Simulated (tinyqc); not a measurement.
Inside a calculation. Method: MP2 on RHF in the sto-3g basis, for H4, spin multiplicity 1. One step of it, computed by the program tinyqc.

Problem. Iteration 6 (converged): orbitals. Diagonalise F' = X^T F X, C = X C', fill 2 alpha and 2 beta electrons from the bottom; D = 2 C_occ C_occ^T. Each column has its largest component positive (the first on a tie).

converged F (hartree), lower triangle:
```
           1H 1s      2H 1s      3H 1s      4H 1s
1H 1s  -0.271109
2H 1s  -0.505693  -0.365682
3H 1s  -0.159386  -0.391085  -0.366062
4H 1s  -0.010163  -0.159618  -0.506162  -0.271527
```

X:
```
               1          2          3         4
1H 1s   0.670111   0.773032   0.552491  0.294130
2H 1s  -1.140371  -0.550899   0.324950  0.413420
3H 1s   1.141948  -0.549139  -0.324584  0.413631
4H 1s  -0.672146   0.772390  -0.551949  0.294568
```

Give: F' = X^T F X; orbital energies; coefficients C; D after iteration 6.

Solution.

F' = X^T F X (hartree), lower triangle:
```
         1       2        3        4
1   0.8917
2   0.0001  0.3371
3   0.0733  0.0002  -0.4025
4  -0.0001  0.0065   0.0001  -0.6316
```

orbital energies (hartree): MO1 -0.6317, MO2 -0.4066, MO3 0.3372, MO4 0.8958

coefficients C:
```
          MO1      MO2      MO3      MO4
1H 1s  0.2888   0.5138   0.7749   0.7004
2H 1s  0.4169   0.3890  -0.5478  -1.1204
3H 1s  0.4175  -0.3882  -0.5467   1.1217
4H 1s  0.2895  -0.5132   0.7744  -0.7020
```

D after iteration 6, lower triangle:
```
         1H 1s    2H 1s   3H 1s   4H 1s
1H 1s   0.6947
2H 1s   0.6405   0.6503
3H 1s  -0.1577   0.0461  0.6500
4H 1s  -0.3601  -0.1579  0.6402  0.6944
```
